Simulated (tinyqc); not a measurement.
Trench capacitor in an array: capacitance, non-linearity, leakage and relaxation: two steps of the calculation.

A film between two metal electrodes, each interface adding a series capacitance ci. The small-signal permittivity is ek (1 + aq E^2); the field is found with the linear permittivity. Leakage J = J0 sinh(E/Ef). After a voltage step the film passes a relaxation current kr C V tt^(-nr), tt being the time in seconds. The sidewall is a coaxial capacitor with radii a = dm/2 - t and b = dm/2, depth AR dm; the end face is left out.

Values chosen for this exercise; permittivity of the order of that of hafnium oxide: relative permittivity of the film ek = 20.2; film thickness t = 12 nm; capacitance of each electrode interface (dead layer and screening) ci = 1000 uF/cm^2; quadratic field coefficient of the permittivity aq = 0.0097 cm^2/MV^2; bias V = 1.8 V; leakage prefactor J0 = 2.9e-10 A/cm^2; field for an e-fold rise of the leakage Ef = 0.47 MV/cm; diameter of the hole dm = 60 nm; aspect ratio, depth over diameter AR = 50; pitch of the square array pt = 130 nm; resistivity of the inner electrode rho = 160 uohm cm.

Constants: eps0 = 8.8541878128e-14 F/cm where lengths are in cm. Results are converted to the units shown.

Question 1. Planar capacitance, field and non-linearity. Planar film: Cf = eps0 ek/t, 1/C = 1/Cf + 2/ci, EOT = 3.9 eps0/C, effective permittivity C t/eps0, E = (V/t) C/Cf; quadratic coefficient [C(V)/C - 1]/V^2 with Cf (1 + aq E^2) in C(V).

Give: Cf; C; EOT; effective permittivity; E; quadratic coefficient; J.

Answer 1.

Cf = 1.4905 uF/cm^2
C = 1.4860 uF/cm^2
EOT = 2.3237 nm
effective permittivity = 20.140
E = 1.4955 MV/cm
quadratic coefficient = 6675.8 ppm/V^2
J = 3.4878e-9 A/cm^2

The interfaces take 0.297 % of the voltage.

Question 2. Cell capacitance, fields and time constant. Per length 1/c = ln(b/a)/(2 pi eps0 ek) + (1/a + 1/b)/(2 pi ci); cell capacitance c AR dm; per footprint over pt^2; fields c V/(2 pi eps0 ek r) at r = a and b; resistance of the inner electrode rho AR dm/(pi a^2); time constant R C/3 of the distributed line.

Wanted: a; b; cell capacitance; capacitance per footprint; field at a; field at b; R; R C/3.

Answer 2.

a = 18.00 nm
b = 30.00 nm
cell capacitance = 6.579 fF
capacitance per footprint = 38.93 uF/cm^2
field at a = 1.952 MV/cm
field at b = 1.171 MV/cm
R = 4.716 kohm
R C/3 = 10.34 ps

The array gives 26.2 times the planar capacitance per footprint; curvature makes the field at the inner electrode 1.30 times the planar value.

Program tinyqc, `OMP_NUM_THREADS=1 python tinyqc.py 2102087 2102088 out.jsonl`; Intel Xeon 2.30GHz, shared host, one thread, about 0.01 s.
